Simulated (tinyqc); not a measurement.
# On-chip interconnect, size-dependent resistivity and RC delay: what changes with what

A rectangular line between two neighbours and two ground planes. Surface and grain-boundary scattering are added to the bulk resistivity as corrections; capacitances are parallel-plate values without fringing; inductance is ignored.

Parameters, values chosen for the exercise; metal values close to those of copper:
- rho0 = 1.71 uohm cm (bulk resistivity)
- lam = 38.9 nm (bulk mean free path)
- ps = 0.3 (specular share of surface scattering)
- Rg = 0.37 (reflection coefficient of grain boundaries)
- gr = 1 (grain size over the metal width)
- wd = 9.4 nm (drawn line width)
- AR = 1.5 (aspect ratio, height over width)
- tl = 1.9 nm (liner on both walls and the bottom, not conducting)
- sp = 11 nm (space to the neighbouring lines)
- hd = 16 nm (dielectric height to the planes above and below)
- ek = 3 (relative permittivity of the dielectric)
- Mf = 0 (Miller factor of the neighbours)
- Rd = 3500 ohm (driver resistance)
- Cl = 1.4 fF (load capacitance)
- rho2 = 5.35 uohm cm (bulk resistivity of the second metal (close to molybdenum))
- lam2 = 10.9 nm (mean free path of the second metal)
- tl2 = 0.6 nm (liner of the second metal)

Constants: eps0 = 8.8541878128e-12 F/m. Results are converted to the units shown.

Each table varies one quantity; the others keep the values above.

## Delay against the line length

Metal width x = wd - 2 tl, height y = AR wd - tl; grain boundaries (Mayadas-Shatzkes): al = (lam/(gr x)) Rg/(1 - Rg), g = 1/[1 - 3 al/2 + 3 al^2 - 3 al^3 ln(1 + 1/al)] - 1; surfaces (Fuchs-Sondheimer, thick limit): s = (3/8) lam (1 - ps)(1/x + 1/y); rho = rho0 (1 + g + s); r = rho/(x y); c = eps0 ek (2 wd/hd + 2 Mf AR wd/sp). Elmore delay tE = Rd (c Lw + Cl) + r Lw (c Lw/2 + Cl); t50 is the time at which the far end of a ladder of 30 pi sections (half capacitances at both ends, Cl at the far end, a step applied through Rd) reaches half the step; line share r Lw/(Rd + r Lw); estimate 0.69 Rd (c Lw + Cl) + 0.38 r c Lw^2 + 0.69 r Lw Cl.

The same in every row: rho (uohm cm) = 15.66; r (ohm/um) = 2292; c (fF/um) = 0.03121.

Results:
```
Lw (um)	tE (ps)	t50 (ps)	estimate (ps)	line share of the resistance (%)
1	8.254	5.730	5.698	39.58
3	15.18	10.58	10.50	66.27
7	29.88	20.96	20.74	82.09
50	260.3	189.6	185.8	97.04
100	694.5	514.9	504.3	98.50
400	7056	5329	5270	99.62
1000	3.910e4	2.960e4	2.948e4	99.85
3000	3.319e5	2.514e5	2.516e5	99.95
```

Estimate the missing row, Lw = 20 um.

Computed row:
```
Lw (um)	tE (ps)	t50 (ps)	estimate (ps)	line share of the resistance (%)
20	85.58	60.96	60.05	92.91
```

With this row back in the table: As Lw goes from 1 to 3000, r stays at 2290 ohm/um, c stays at 0.0312 fF/um and t50 rises from 5.73 to 2.51e5 ps. t50/tE lies between 0.694 and 0.757, and the estimate is within 2.1 % of t50. The delay goes as Lw^(0.56) for the shortest lines and Lw^(1.95) for the longest; the line resistance equals Rd at 1.53 um.

## Two metals against line width

Metal width x = wd - 2 tl, height y = AR wd - tl; grain boundaries (Mayadas-Shatzkes): al = (lam/(gr x)) Rg/(1 - Rg), g = 1/[1 - 3 al/2 + 3 al^2 - 3 al^3 ln(1 + 1/al)] - 1; surfaces (Fuchs-Sondheimer, thick limit): s = (3/8) lam (1 - ps)(1/x + 1/y); rho = rho0 (1 + g + s); r = rho/(x y). The second metal has rho2, lam2 and tl2 in place of rho0, lam and tl; ps, Rg, gr and AR are shared.

Two metals against line width:
```
wd (nm)	rho, first (uohm cm)	rho, second (uohm cm)	r, first (ohm/um)	r, second (ohm/um)	ratio second/first
6.5	29.80	18.78	1.406e4	3872	0.2754
8	20.10	15.89	4739	2050	0.4326
10	14.36	13.55	1768	1070	0.6050
13	10.36	11.52	639.6	516.3	0.8073
17	7.807	9.988	250.6	253.9	1.013
22	6.174	8.895	109.1	132.0	1.210
30	4.842	7.928	42.88	62.00	1.446
45	3.725	7.059	13.78	24.09	1.748
70	2.978	6.446	4.363	8.974	2.057
120	2.441	5.989	1.179	2.810	2.382
```

What does the table show?

The resistivity of the first metal falls from 29.8 to 2.44 uohm cm and that of the second goes from 18.8 to 5.99 uohm cm as the line widens. The products rho0 lam, which set the size effect, are 66.5 and 58.3 uohm cm nm. The two resistances cross at wd = 16.7 nm: below it the second metal gives the lower line resistance. For widths well under the mean free path the thick-limit surface term is only a guide.

Range of the model: The metal width is under the mean free path, where the thick-limit surface term and the simple sum of corrections lose accuracy.

Numbers from tinyqc (`OMP_NUM_THREADS=1 python tinyqc.py 2100099 2100100 out.jsonl`; about 0.01 s on one thread of a shared Intel Xeon 2.30GHz).
